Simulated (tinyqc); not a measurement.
A chain with two barriers and dephasing by Buettiker voltage probes: two steps of the calculation.

Sites 1 to 5 form a chain with hopping -t. Lead L joins site 1 and lead R site 5, both semi-infinite chains with hopping -t and site energy 0. Every site carries a probe with self-energy -i Gamma_p/2 that draws no net current. Linear response at zero temperature: mu_L = 1, mu_R = 0 in units of the bias.

Parameters, values chosen for the exercise: hopping (matrix element -t) t = 0.6 eV; site energies 1 to N U = [2, 0, 0, 0, 1] eV; Fermi energy E = 0.48 eV; probe broadening Gamma_p gp = 0.24 eV.

Constants: q = 1.602176634e-19 C, h = 6.62607015e-34 J s. Results are converted to the units shown.

Problem 1. Green function. Sigma = t^2 g(E), g(x) = (x - i sqrt(4 t^2 - x^2))/(2 t^2) for |x| < 2 t and (x - sign(x) sqrt(x^2 - 4 t^2))/(2 t^2) otherwise; Gamma = -2 Im Sigma; G = (E - H - Sigma_L - Sigma_R + i Gamma_p/2)^(-1).

Give: Sigma; Gamma; G.

Solution 1.

Sigma = 0.2400-0.5499i eV
Gamma = 1.100 eV

G (1/eV):
```
               1              2              3              4
1  -0.432-0.231i   0.143-0.194i   0.279+0.358i  -0.294-0.147i
2   0.143-0.194i   0.201-0.729i   1.217+0.737i  -1.028-0.104i
3   0.279+0.358i   1.217+0.737i  -1.105-1.191i   1.095+0.436i
4  -0.294-0.147i  -1.028-0.104i   1.095+0.436i   0.238-0.464i
5  -0.073-0.181i  -0.416-0.449i   0.316+0.623i   0.288-0.113i

               5
1  -0.073-0.181i
2  -0.416-0.449i
3   0.316+0.623i
4   0.288-0.113i
5  -0.569-0.590i
```

Problem 2. Probe potentials and effective transmission. No current into probe p: W mu = T_pL with W_pp = T_pL + T_pR + sum_q T_pq and W_pq = -T_pq. Then T_eff = T_RL + sum_p T_pR mu_p, and the resistance is (h/2q^2)/T_eff.

T_RL = 0.045942277

```
probe         T_pL        T_pR
1      0.063246635  0.01002543
2      0.015337705  0.09876099
3      0.054257480  0.12871298
4      0.028582998  0.02519738
5      0.010025427  0.17723665
```

T_pq:
```
            1           2           3           4           5
1  0.00000000  0.00334696  0.01183995  0.00623732  0.00218773
2  0.00334696  0.00000000  0.11663597  0.06144417  0.02155141
3  0.01183995  0.11663597  0.00000000  0.08007881  0.02808748
4  0.00623732  0.06144417  0.08007881  0.00000000  0.00549852
5  0.00218773  0.02155141  0.02808748  0.00549852  0.00000000
```

Find: W; mu_p; T_eff; resistance.

Solution 2.

W:
```
          1         2         3         4         5
1   0.09688  -0.00335  -0.01184  -0.00624  -0.00219
2  -0.00335   0.31708  -0.11664  -0.06144  -0.02155
3  -0.01184  -0.11664   0.41961  -0.08008  -0.02809
4  -0.00624  -0.06144  -0.08008   0.20704  -0.00550
5  -0.00219  -0.02155  -0.02809  -0.00550   0.24459
```

mu_p, probe 1 to 5: 0.72082  0.23615  0.28828  0.34425  0.10909
T_eff = 0.14161
resistance = 91.143 kohm

Computed by the program tinyqc: `OMP_NUM_THREADS=1 python tinyqc.py 2700034 2700035 out.jsonl`, one thread of a shared Intel Xeon 2.30GHz, about 0.01 s for the whole run.
